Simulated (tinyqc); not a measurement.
Charge neutrality of a doped semiconductor with incomplete ionisation: one step, computed by the program tinyqc.

Energies are counted from the top of the valence band; E_D is measured down from the conduction band and E_A up from the valence band.

Task: Densities at the solution. n = N_c F_1/2((E_F - E_g)/k_B T), p = N_v F_1/2(-E_F/k_B T). F_1/2(eta) = (2/sqrt(pi)) int_0^infinity sqrt(x)/(1 + exp(x - eta)) dx, by the trapezoid rule in t = sqrt(x) with step 0.02 up to t = 12 (for eta < -12 by exp(eta) - exp(2 eta)/2^(3/2)). N_D+ = N_D/(1 + g_D exp((E_F - E_g + E_D)/k_B T)).

Inputs (values chosen for the exercise, for a model semiconductor):
```
quantity                value   unit
donor density N_D     1.4e+17  cm^-3
donor depth E_D        0.0542     eV
donor degeneracy g_D        2      -
temperature T             200      K
```

Doping: n-type. Statistics of the bands: Fermi-Dirac.

Fermi level E_F (last iterate) = 2.937763 eV

gap E_g = 2.996700 eV

N_c = 1.717694e+18 cm^-3

N_v = 5.847330e+18 cm^-3

k_B T = 0.01723467 eV

Give: majority density n; minority density p; ionised share of the donors; distance of E_F from the majority band edge.

Result:

majority density n = 5.56e+16 cm^-3

minority density p = 5.48e-56 cm^-3

ionised share of the donors = 0.397

distance of E_F from the majority band edge = 0.0589 eV
